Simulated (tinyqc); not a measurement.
# From one set of inputs to another, one input at a time

Model: time-domain thermoreflectance: layered heat flow under a modulated pulse train, and what the signal ratio measures. Computed by tinyqc, a small Python program. Command: `OMP_NUM_THREADS=1 python tinyqc.py 3110808 3110809 out.jsonl tdtr ladder`. One thread of a shared host (Intel(R) Xeon(R) Processor @ 2.30GHz), about 0.4 s of CPU time with the checks.

Pulses repeat at 80 MHz; heat is laid down at the surface, all layers are isotropic, and the film is in perfect contact with the substrate.

The inputs printed are set A. Set A is modelled on aluminium on sapphire; the values taken over come from a set modelled on aluminium on silicon. Inputs not listed in the table keep their values of set A, so the rows need not describe a real material.

Inputs (values chosen for the exercise, modelled on aluminium on sapphire):
```
quantity                                value        unit
metal thickness d                          64          nm
metal conductivity                        180     W/(m K)
metal heat capacity                      2.42  MJ/(m^3 K)
boundary conductance G under the metal    150  MW/(m^2 K)
film thickness                            5.6          nm
film conductivity                         1.3     W/(m K)
film heat capacity                        2.8  MJ/(m^3 K)
substrate conductivity kappa             35.9     W/(m K)
substrate heat capacity C                3.04  MJ/(m^3 K)
modulation frequency f                      5         MHz
spot radius w (1/e^2, pump and probe)      12  micrometre
delay t                                  3200          ps
```

Stack: metal, film, substrate.

Method:
- For radial wave number k and angular frequency W each layer has u = sqrt(4 pi^2 k^2 + i W C/kappa) and gamma = kappa u. Surface impedance from below: Z = 1/gamma for the substrate; a layer of thickness L maps Z to (Z + tanh(u L)/gamma)/(1 + gamma Z tanh(u L)); a boundary adds 1/G.
- Response per absorbed watt H(W) = 2 pi int_0^(2/w) Z(k, W) exp(-pi^2 k^2 w^2) k dk by 20 Gauss-Legendre points.
- Signal: X + iY = sum_(m = -M..M) H(2 pi (f + m f_r)) exp(i 2 pi m f_r t) exp(-pi (m/M)^2 x 4), f_r = 80 MHz, M = 4000, with H(-W) the complex conjugate of H(W); V_in = X, V_out = Y, ratio = -V_in/V_out.

Each row keeps all changes above it:
```
input moved                                          from    to  V_in (K/mW)  V_out (K/mW)  phase of H(2 pi f) (degrees)
set A                                                   -     -       0.0569       -0.0311                        -33.11
boundary conductance G under the metal (MW/(m^2 K))   150    74       0.0787       -0.0348                        -29.30
film thickness (nm)                                   5.6    20       0.1049       -0.0416                        -27.19
spot radius w (1/e^2, pump and probe) (micrometre)     12   6.5       0.3522       -0.1348                        -26.31
substrate heat capacity C (MJ/(m^3 K))               3.04  1.61       0.3672       -0.1667                        -30.36
metal thickness d (nm)                                 64    92       0.3243       -0.1707                        -33.94
delay t (ps)                                         3200   180       0.5020       -0.1563                        -33.94
film conductivity (W/(m K))                           1.3  0.76       0.5353       -0.1846                        -33.93
```

Which inputs carry the difference?

V_in goes from 0.0569 to 0.535, a factor 9.40 in all. The largest single move comes from spot radius w (1/e^2, pump and probe) (a factor 3.36), and metal thickness d works against it (a factor 0.883). V_out goes from -0.0311 to -0.185, -0.154 in all. The largest single move comes from spot radius w (1/e^2, pump and probe) (-0.0932), and delay t works against it (+0.0144). Phase of H(2 pi f) goes from -33.1 to -33.9, -0.824 in all. The largest single move comes from substrate heat capacity C (-4.05), and boundary conductance G under the metal works against it (+3.8). The single moves hold for this order of the switches; the total does not depend on the order.

Extremes, crossings and ranges named in words are read from the listed rows.
